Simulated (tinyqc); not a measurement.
Optical gain and spontaneous emission in a bulk direct-gap semiconductor: sweeps and comparisons. A value that a table varies takes the place of the one given here.

Parabolic bands, vertical transitions, no excitons. For each hole band j: mr = me mj/(me + mj); joint density of states J_j(E) = (mr/c)^(3/2) sqrt(E - Eg)/(2 pi^2), both spins, c = hbar^2/2m0; averaged matrix element |e.p|^2 = m0 Ep/6; alpha_j(E) = 4 pi^2 alpha_f c Ep J_j/(3 nr E) in 1/angstrom (alpha_f the fine-structure constant, listed as alpha among the constants), times 1e8 for 1/cm.

F_j(eta) = (1/Gamma(j + 1)) integral_0^infinity x^j dx/(1 + exp(x - eta)), which tends to exp(eta) for eta << 0.

Quasi-Fermi levels: n = Nc F_1/2(Fc/kT) and p = Nv F_1/2(Fv/kT), Fc counted up from the conduction edge and Fv down from the valence edge; Nc, Nv from N = 2 (m kB T/(4 pi c))^(3/2) with c = hbar^2/2m0, in 1/angstrom^3; times 1e24 for 1/cm^3, with me and (mhh^(3/2) + mlh^(3/2))^(2/3).

For band j the electron sits at Ee = (E - Eg) mr/me above its edge and the hole at Eh = (E - Eg) mr/mj; fe = 1/(1 + exp((Ee - Fc)/kT)), fh = 1/(1 + exp((Eh - Fv)/kT)); gain g = sum_j alpha_j (fe + fh - 1).

Spontaneous rate: R = integral of (nr E/(hbar c))^2/(pi^2 hbar) sum_j alpha_j fe fh dE, with alpha in 1/cm and (nr E/(hbar c))^2 in 1/cm^2 (1e16 per 1/angstrom^2); B = R/(n p); lifetime n/R.

Constants: hbar^2/2m0 = 3.80998211 eV angstrom^2; fine-structure constant alpha = 0.007297352564; kB = 8.617333262e-05 eV/K; hbar = 6.58211957e-16 eV s; hbar c = 1973.269805 eV angstrom.

Parameters, chosen for this exercise (near those of GaN; not measured data):
```
symbol  value    unit    meaning
Eg      3.464    eV      direct gap
me      0.2075   m0      electron mass
mhh     1.445    m0      heavy-hole mass
mlh     0.2951   m0      light-hole mass
Ep      17.5     eV      Kane energy
nr      2.6              refractive index
T       300      K
n       1.9e+19  1/cm^3  injected density, n = p
```

## Peak gain against injection

The peak is the largest g over E; a dash marks no gain.

Gain:
```
n (1/cm^3)  Fc (eV)  Fv (eV)  peak gain (1/cm)  peak E - Eg (eV)  B (cm^3/s)
3.3e+18      0.0210  -0.0684                 -                 -    5.44e-11
5.2e+18      0.0398  -0.0563                 -                 -    5.12e-11
7.5e+18      0.0575  -0.0463               109            0.0039    4.78e-11
9.1e+18      0.0681  -0.0410               403            0.0098    4.57e-11
1.2e+19      0.0853  -0.0333              1020            0.0200    4.24e-11
1.5e+19      0.1012  -0.0270              1663            0.0298    3.95e-11
2.0e+19      0.1249  -0.0186              2662            0.0445    3.55e-11
2.6e+19      0.1505  -0.0107              3729            0.0596    3.19e-11
```

transparency density (Fc + Fv = 0) = 6.50e+18 1/cm^3

Gain starts at 6.50e+18 1/cm^3, where Fc = -Fv = 0.0502 eV: with Nv/Nc = 20 the electrons must be degenerate before the holes are. The slope of peak gain against n is 1.83e-16 cm^2 between the first two rows with gain and 1.78e-16 between the last two; the peak moves from 0.0039 to 0.0596 eV above the gap as the bands fill, and B falls by a factor 1.71. Line broadening and gap shrinkage are left out.

## Gain spectrum

At the density n.

Spectrum:
```
E - Eg (eV)  alpha, empty (1/cm)  fe, heavy  fh, heavy  g (1/cm)
0.005                       4097      0.989      0.309      1206
0.010                       5786      0.987      0.304      1640
0.020                       8159      0.982      0.294      2133
0.030                       9964      0.974      0.284      2380
0.045                      12151      0.958      0.270      2464
0.060                      13971      0.933      0.255      2260
0.080                      16041      0.875      0.237      1500
0.100                      17834      0.781      0.220        24
0.130                      20164      0.564      0.196     -3825
0.170                      22805      0.251      0.167    -10836
0.220                      25590      0.058      0.136    -18483
```

Fc + Fv = 0.1003 eV

g is positive below E - Eg = 0.1003 eV; the largest value listed is 2464 1/cm at 0.045 eV. At 0.220 eV above the gap g is -0.72 times the absorption of the empty crystal, whose limit is -1.

## Transparency density and B against temperature

Eg is held fixed; B is taken at n = 1e15 1/cm^3.

Results:
```
T (K)  transparency density (1/cm^3)  Fc/kT there  B (cm^3/s)
100                         1.25e+18        1.943    3.16e-10
150                         2.30e+18        1.943    1.73e-10
200                         3.54e+18        1.943    1.12e-10
250                         4.95e+18        1.943    8.05e-11
300                         6.50e+18        1.943    6.14e-11
350                         8.19e+18        1.943    4.88e-11
400                         1.00e+19        1.943    4.00e-11
500                         1.40e+19        1.943    2.87e-11
```

Fc/kT at transparency stays at 1.943, since it depends on Nv/Nc alone, so the density goes as T^1.50. B goes as T^-1.49, against T^-1.5 for non-degenerate carriers: hot carriers spread over k and fewer pairs share a wave vector.

## What moves transparency and gain

Transparency is Fc + Fv = 0; the peak is the largest g over E at the density n (0 if none). Each row changes one parameter from the base and keeps the others.

Results:
```
case                 transparency density (1/cm^3)  Fc + Fv (eV)  peak gain (1/cm)
base                                      6.50e+18        0.1003              2471
me = 0.2386 m0                            7.43e+18        0.0831              2525
mhh = 0.867 m0                            5.07e+18        0.1211              4023
Ep = 19.2 eV                              6.50e+18        0.1003              2711
T = 340 K                                 7.84e+18        0.0899              1934
n = 2.47e+19 1/cm^3                       6.50e+18        0.1329              3509
nr = 2.73                                 6.50e+18        0.1003              2353
```

The largest shifts from the base row, up to three for each result and ties (the steps differ in size, so this ranks the rows, not the parameters). transparency density (1/cm^3): mhh -1.43e+18, T +1.34e+18, me +9.33e+17; unchanged at the printed digits by Ep, n and nr. Fc + Fv (eV): n +0.0326, mhh +0.0209, me -0.0171; unchanged at the printed digits by Ep and nr. peak gain (1/cm): mhh +1553, n +1039, T -537.

tinyqc: `OMP_NUM_THREADS=1 python tinyqc.py 1681892 1681893 out.jsonl`; about 0.09 s, one thread, shared Intel(R) Xeon(R) Processor @ 2.30GHz.
